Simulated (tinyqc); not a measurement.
## Image-sensor pixel with a pinned photodiode, signal and noise: effect of the floating-diffusion capacitance

A buried n layer between a heavily doped p+ surface layer and a p layer is emptied into a floating diffusion, read through a source follower with correlated double sampling (reset noise cancelled). One-dimensional abrupt junctions; no blooming, lag or crosstalk.

With k = 1 + Nn/Np, the two depletion regions meet at depth x = a sqrt(k)/(1 + sqrt(k)) from the p+ side; pinning voltage Vp = q Nn x^2/(2 eps0 eps_r) - Vb. Electrons in the diode at zero bias: Nn A [a - x0 (1 + 1/sqrt(k))], x0 = sqrt(2 eps0 eps_r Vb/(q Nn)). Floating-diffusion limit Cf dV/q; full well FW is the smaller of the two; conversion gain CG = q As/Cf; read noise in electrons vn/CG. QE = (1 - Rf)[exp(-al x1) - exp(-al x2)]. ni = sqrt(Nc Nv) exp(-Eg/(2 Vt)), Eg in volts; dark rates ni Wd A/tg (generation) and Jd ni^2 A (diffusion). Signal S = QE Ph; variance = S + dark rate x ti + (vn/CG)^2 + (pr S)^2; SNR = 20 log10(S/noise); dynamic range 20 log10(FW/noise at S = 0).

Values chosen for this exercise; material values close to those of silicon:
- T = 293 K (temperature)
- Eg = 1.12 eV (band gap)
- eps_r = 11.7 (relative permittivity of the semiconductor)
- Nc = 2.7e19 cm^-3 (conduction-band density of states at T)
- Nv = 2.52e19 cm^-3 (valence-band density of states at T)
- A = 14 um^2 (photodiode area)
- Nn = 1.4e17 cm^-3 (doping of the buried n layer)
- a = 130 nm (thickness of that layer)
- Np = 8e15 cm^-3 (doping of the p layer below)
- Vb = 0.8 V (built-in voltage)
- dV = 0.9 V (usable swing of the floating diffusion)
- As = 0.85 (source-follower gain)
- vn = 300 uV (read noise at the output)
- al = 1.13 1/um (absorption coefficient (light near 500 nm))
- Rf = 0.21 (optical loss before the silicon)
- x1 = 0.13 um (dead layer)
- x2 = 2 um (depth of collection)
- tg = 0.0022 s (generation lifetime)
- Wd = 1.8 um (depleted depth)
- Jd = 1.3e7 x 1e-20 cm^4/s (diffusion dark flux per ni^2)
- pr = 1.3 % (gain non-uniformity)
- ti = 33 ms (exposure)
- Ph = 780 (photons on the photodiode per exposure)

Constants: q = 1.602176634e-19 C, kB = 1.380649e-23 J/K, Vt = kB T/q, eps0 = 8.8541878128e-14 F/cm where lengths are in cm. Results are converted to the units shown.

The same in every row: Vp (V) = 0.4045; QE = 0.5996; dark rate (electrons/s) = 70.34.

Result of one run:
```
FW (electrons)  read noise (electrons)  SNR (dB)  dynamic range (dB)
1.011e4                          3.965     26.22               67.53
```

Which floating-diffusion capacitance Cf gave this result: 1.1, 1.8, 3 or 4.9 fF?

Cf = 1.8 fF.

The whole series:
```
Cf (fF)  FW (electrons)  read noise (electrons)  SNR (dB)  dynamic range (dB)
0.25               1404                  0.5507     26.35               58.76
0.41               2303                  0.9032     26.34               62.28
0.67               3764                   1.476     26.33               64.98
1.1                6179                   2.423     26.30               66.68
1.8             1.011e4                   3.965     26.22               67.53
3               1.685e4                   6.609     25.99               67.91
4.9             2.753e4                   10.79     25.45               68.05
8               4.494e4                   17.62     24.27               68.10
```

As Cf goes from 0.25 to 8 fF, the SNR falls from 26.3 to 24.3 dB and the dynamic range rises from 58.8 to 68.1 dB. FW rises from 1400 to 44900 electrons and the read noise rises from 0.551 to 17.6 electrons. While the floating diffusion limits FW both scale with Cf, so the dynamic range changes only through the dark shot noise, 1.5 electrons, which weighs less as the read noise grows; the diode takes over at Cf = 8.39 fF, beyond which only the noise grows.

Program tinyqc, `OMP_NUM_THREADS=1 python tinyqc.py 2630147 2630148 out.jsonl`; Intel Xeon 2.30GHz, shared host, one thread, about 0.01 s.
